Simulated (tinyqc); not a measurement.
Inside a calculation. Model: geometry relaxation of a small cluster. Computed by tinyqc, a small Python program that keeps every step. Command: `OMP_NUM_THREADS=1 python tinyqc.py 3020249 3020250 out.jsonl relax walk`. One thread of a shared host (Intel(R) Xeon(R) Processor @ 2.30GHz), about 0.02 s of CPU time with the checks. Intermediate numbers are printed to about 7 digits and carried at full precision; extremes and crossings named in words are read from the listed rows.

E = sum_i {sum_j A exp(-p (r_ij/r0 - 1)) - xi sqrt(rho_i)}, rho_i = sum_j exp(-2 q (r_ij/r0 - 1)); the force on i is -sum_j w_ij (R_i - R_j)/r_ij with w_ij = -(2p/r0) A exp(-p (r_ij/r0 - 1)) + (xi q/r0) exp(-2 q (r_ij/r0 - 1)) (rho_i^(-1/2) + rho_j^(-1/2)).

Inputs (values chosen for the exercise, for model atoms): length r0 = 2.33 angstrom; repulsion A = 0.13 eV; hopping xi = 1.57 eV; decay p = 11; decay q = 3.15; step factor eta = 0.017 angstrom^2/eV; largest number of steps = 500.

Potential: Gupta. Method: BFGS.

starting positions (angstrom), rows atom 1, atom 2, atom 3, atom 4, columns x, y, z:
```
[[-0.03, 0.18, 0.01],
 [2.37, -0.14, -0.03],
 [0.92, 1.87, -0.17],
 [1.39, 0.66, 1.78]]
```

## Energy and forces at the start

Evaluate E and the forces at the starting positions.

distances (angstrom): 1-2 2.421570, 1-3 1.947049, 1-4 2.319418, 2-3 2.482378, 2-4 2.208280, 3-4 2.342541

energy at the start = -9.357076 eV

forces (eV/angstrom), rows atom 1, atom 2, atom 3, atom 4, columns x, y, z:
```
[[0.595686, -1.561202, 0.853195],
 [-1.999416, 1.284483, 0.928067],
 [1.627538, 0.410160, 0.653380],
 [-0.223808, -0.133440, -2.434642]]
```

## The first two steps

BFGS: R(new) = R + B F with the inverse Hessian B = eta 1 at first; with s = R(new) - R, y = F - F(new), rho = 1/(y.s): B(new) = (1 - rho s y^T) B (1 - rho y s^T) + rho s s^T, skipped if y.s is not positive. No atom moves more than 0.3 angstrom a step (the whole step is scaled). Stop when the largest force component is below 1e-5 eV/angstrom.

positions after step 1 (angstrom), rows atom 1, atom 2, atom 3, atom 4, columns x, y, z:
```
[[-0.019873, 0.153460, 0.024504],
 [2.336010, -0.118164, -0.014223],
 [0.947668, 1.876973, -0.158893],
 [1.386195, 0.657732, 1.738611]]
```

energy after step 1 = -9.649706 eV

positions after step 2 (angstrom), rows atom 1, atom 2, atom 3, atom 4, columns x, y, z:
```
[[0.050638, 0.064831, 0.086824],
 [2.181231, -0.020238, 0.038163],
 [1.059914, 1.868395, -0.102612],
 [1.358216, 0.657012, 1.567625]]
```

energy after step 2 = -9.658064 eV

## All steps

The formulas are those given above.

Course of the relaxation:
```
step     E (eV)  largest force (eV/angstrom)  force calls
0      -9.35708                 2.434642e+00            1
1      -9.64971                 1.891815e+00            2
2      -9.65806                 5.626484e+00            3
3     -10.04257                 9.010026e-01            4
4     -10.12439                 5.744694e-01            5
5     -10.20157                 1.221836e+00            6
6     -10.22525                 6.779055e-01            7
7     -10.24300                 1.011284e-01            8
8     -10.24397                 5.584017e-02            9
...         ...                          ...          ...
14    -10.24484                 7.931107e-03           15
15    -10.24484                 2.472980e-03           16
16    -10.24484                 1.629399e-03           17
17    -10.24484                 9.237289e-04           18
18    -10.24484                 4.330170e-04           19
19    -10.24484                 1.269042e-04           20
20    -10.24484                 1.504928e-05           21
21    -10.24484                 1.061167e-05           22
22    -10.24484                 5.559654e-06           23
```

final positions (angstrom), rows atom 1, atom 2, atom 3, atom 4, columns x, y, z:
```
[[0.061120, 0.017998, 0.097626],
 [2.176838, -0.005458, -0.096701],
 [1.129928, 1.843468, -0.102081],
 [1.282114, 0.713993, 1.691156]]
```

final energy = -10.24484 eV

steps = 22

largest force at the end = 5.559654e-06 eV/angstrom

Converged in 22 steps.

## Curvatures at the end

Hessian at the final positions by central differences of the forces; six eigenvalues vanish (translations and rotations). Steepest descent is stable for eta below 2/lambda_max and contracts the softest mode by 1 - eta lambda_min a step.

non-zero eigenvalues (eV/angstrom^2): [6.52490, 6.52490, 15.96516, 15.96518, 15.96518, 43.59186]

condition number = 6.680852

largest stable eta = 0.04588012 angstrom^2/eV

contraction of the softest mode = 0.8890768

All are positive, so the end point is a minimum.

## Four methods from the same start

Steepest descent: R(new) = R + eta F. Conjugate gradient (Polak-Ribiere): d = F + beta d(old), beta = max(0, F.(F - F(old))/|F(old)|^2), d = F at first; step length from one secant, s = eta (F.d)/(F.d - F(R + eta d).d), replaced by eta if that is not positive; R(new) = R + s d. FIRE with unit mass: if F.v > 0, v = (1 - a) v + a |v| F/|F|, and after more than 5 such steps in a row dt = min(1.1 dt, 5 dt0), a = 0.99 a; else v = 0, a = 0.1, and dt = dt/2 (not at the first step). Then v = v + dt F, R(new) = R + dt v. dt0 = sqrt(eta), a = 0.1 at first. In this comparison each method may take up to 1500 steps.

Cost:
```
method              steps  force calls  final E (eV)  calls to reach 1e-2
steepest descent       99          100     -10.24484                   41
conjugate gradient     15           31     -10.24484                   23
BFGS                   22           23     -10.24484                   15
FIRE                   91           92     -10.24484                   41
```

In force calls the order is BFGS (23), conjugate gradient (31), FIRE (92), steepest descent (100). All that converged end at the same energy. Near the minimum steepest descent multiplies the slowest mode by 0.889 in size a step, 20 steps a decade of force, at a condition number of 6.7. It is the dearest here: the others use earlier steps to learn the curvature or to build momentum along soft directions.

Checks made by the program: forces against finite differences of E (relative difference 1e-09).
